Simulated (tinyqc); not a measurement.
Six-band Luttinger-Kohn model with strain: one step. Levels and their make-up. Five cases, with inputs chosen for the exercise.

Question. Diagonalise H. The weights add +m and -m and are averaged over each pair; m is taken along z.

Give: levels from the top, each twofold; weights.

Case 1.

H(k) (eV), rows 3/2,3/2, 3/2,1/2, 3/2,-1/2, 3/2,-3/2, 1/2,1/2, 1/2,-1/2 and columns alike:
$$\begin{pmatrix}
-0.006467 & -0.003631-0.002159i & -0.001335+0.004476i & 0 & -0.002568-0.001527i & -0.001888+0.006329i \\
-0.003631+0.002159i & -0.023297 & 0 & -0.001335+0.004476i & -0.011901 & 0.004447+0.002644i \\
-0.001335-0.004476i & 0 & -0.023297 & 0.003631+0.002159i & 0.004447-0.002644i & 0.011901 \\
0 & -0.001335-0.004476i & 0.003631-0.002159i & -0.006467 & 0.001888+0.006329i & -0.002568+0.001527i \\
-0.002568+0.001527i & -0.011901 & 0.004447+0.002644i & 0.001888-0.006329i & -0.413882 & 0 \\
-0.001888-0.006329i & 0.004447-0.002644i & 0.011901 & -0.002568-0.001527i & 0 & -0.413882
\end{pmatrix}$$

Answer.

levels from the top, each twofold (eV): [-0.0042, -0.0250, -0.4144]

weights, rows |3/2,+-3/2>, |3/2,+-1/2>, |1/2,+-1/2>; columns top, second, third:
$$\begin{pmatrix}
0.897 & 0.103 & 0.000 \\
0.103 & 0.896 & 0.001 \\
0.000 & 0.001 & 0.999
\end{pmatrix}$$

The top pair is 90 % |3/2,+-3/2>, the second pair is 90 % |3/2,+-1/2> and the third pair is 100 % |1/2,+-1/2>.

Case 2.

H(k) (eV), rows 3/2,3/2, 3/2,1/2, 3/2,-1/2, 3/2,-3/2, 1/2,1/2, 1/2,-1/2 and columns alike:
$$\begin{pmatrix}
-0.012838 & -0.043641+0.036989i & -0.001742+0.043474i & 0 & -0.030859+0.026155i & -0.002464+0.061482i \\
-0.043641-0.036989i & -0.016971 & 0 & -0.001742+0.043474i & -0.002923 & 0.053449-0.045302i \\
-0.001742-0.043474i & 0 & -0.016971 & 0.043641-0.036989i & 0.053449+0.045302i & 0.002923 \\
0 & -0.001742-0.043474i & 0.043641+0.036989i & -0.012838 & 0.002464+0.061482i & -0.030859-0.026155i \\
-0.030859-0.026155i & -0.002923 & 0.053449-0.045302i & 0.002464-0.061482i & -0.121905 & 0 \\
-0.002464-0.061482i & 0.053449+0.045302i & 0.002923 & -0.030859+0.026155i & 0 & -0.121905
\end{pmatrix}$$

Answer.

levels from the top, each twofold (eV): [0.1029, -0.0864, -0.1682]

weights, rows |3/2,+-3/2>, |3/2,+-1/2>, |1/2,+-1/2>; columns top, second, third:
$$\begin{pmatrix}
0.429 & 0.477 & 0.094 \\
0.401 & 0.519 & 0.080 \\
0.170 & 0.004 & 0.827
\end{pmatrix}$$

The top pair is 43 % |3/2,+-3/2>, the second pair is 52 % |3/2,+-1/2> and the third pair is 83 % |1/2,+-1/2>.

Case 3.

H(k) (eV), rows 3/2,3/2, 3/2,1/2, 3/2,-1/2, 3/2,-3/2, 1/2,1/2, 1/2,-1/2 and columns alike:
$$\begin{pmatrix}
-0.028116 & 0 & 0.023813-0.002182i & 0 & 0 & 0.033676-0.003085i \\
0 & 0.006863 & 0 & 0.023813-0.002182i & 0.024734 & 0 \\
0.023813+0.002182i & 0 & 0.006863 & 0 & 0 & -0.024734 \\
0 & 0.023813+0.002182i & 0 & -0.028116 & -0.033676-0.003085i & 0 \\
0 & 0.024734 & 0 & -0.033676+0.003085i & -0.053627 & 0 \\
0.033676+0.003085i & 0 & -0.024734 & 0 & 0 & -0.053627
\end{pmatrix}$$

Answer.

levels from the top, each twofold (eV): [0.0200, -0.0058, -0.0891]

weights, rows |3/2,+-3/2>, |3/2,+-1/2>, |1/2,+-1/2>; columns top, second, third:
$$\begin{pmatrix}
0.126 & 0.567 & 0.307 \\
0.852 & 0.036 & 0.112 \\
0.022 & 0.398 & 0.581
\end{pmatrix}$$

The top pair is 85 % |3/2,+-1/2>, the second pair is 57 % |3/2,+-3/2> and the third pair is 58 % |1/2,+-1/2>.

Case 4.

H(k) (eV), rows 3/2,3/2, 3/2,1/2, 3/2,-1/2, 3/2,-3/2, 1/2,1/2, 1/2,-1/2 and columns alike:
$$\begin{pmatrix}
-0.040492 & 0 & -0.009870-0.024364i & 0 & 0 & -0.013958-0.034456i \\
0 & -0.116515 & 0 & -0.009870-0.024364i & -0.053756 & 0 \\
-0.009870+0.024364i & 0 & -0.116515 & 0 & 0 & 0.053756 \\
0 & -0.009870+0.024364i & 0 & -0.040492 & 0.013958-0.034456i & 0 \\
0 & -0.053756 & 0 & 0.013958+0.034456i & -0.362503 & 0 \\
-0.013958+0.034456i & 0 & 0.053756 & 0 & 0 & -0.362503
\end{pmatrix}$$

Answer.

levels from the top, each twofold (eV): [-0.0241, -0.1188, -0.3766]

weights, rows |3/2,+-3/2>, |3/2,+-1/2>, |1/2,+-1/2>; columns top, second, third:
$$\begin{pmatrix}
0.850 & 0.141 & 0.009 \\
0.125 & 0.838 & 0.037 \\
0.025 & 0.021 & 0.954
\end{pmatrix}$$

The top pair is 85 % |3/2,+-3/2>, the second pair is 84 % |3/2,+-1/2> and the third pair is 95 % |1/2,+-1/2>.

Case 5.

H(k) (eV), rows 3/2,3/2, 3/2,1/2, 3/2,-1/2, 3/2,-3/2, 1/2,1/2, 1/2,-1/2 and columns alike:
$$\begin{pmatrix}
-0.041118 & 0 & -0.027569-0.001434i & 0 & 0 & -0.038989-0.002029i \\
0 & -0.072928 & 0 & -0.027569-0.001434i & -0.022493 & 0 \\
-0.027569+0.001434i & 0 & -0.072928 & 0 & 0 & 0.022493 \\
0 & -0.027569+0.001434i & 0 & -0.041118 & 0.038989-0.002029i & 0 \\
0 & -0.022493 & 0 & 0.038989+0.002029i & -0.167023 & 0 \\
-0.038989+0.002029i & 0 & 0.022493 & 0 & 0 & -0.167023
\end{pmatrix}$$

Answer.

levels from the top, each twofold (eV): [-0.0121, -0.0889, -0.1801]

weights, rows |3/2,+-3/2>, |3/2,+-1/2>, |1/2,+-1/2>; columns top, second, third:
$$\begin{pmatrix}
0.691 & 0.250 & 0.059 \\
0.231 & 0.750 & 0.019 \\
0.078 & 0.000 & 0.922
\end{pmatrix}$$

The top pair is 69 % |3/2,+-3/2>, the second pair is 75 % |3/2,+-1/2> and the third pair is 92 % |1/2,+-1/2>.

Computed by tinyqc, one run a case: `OMP_NUM_THREADS=1 python tinyqc.py N N+1 out.jsonl` with N = 1080172, 1080236, 1080503, 1080559, 1080659; one thread of a shared Intel(R) Xeon(R) Processor @ 2.30GHz, about 0.3 s a run at most.
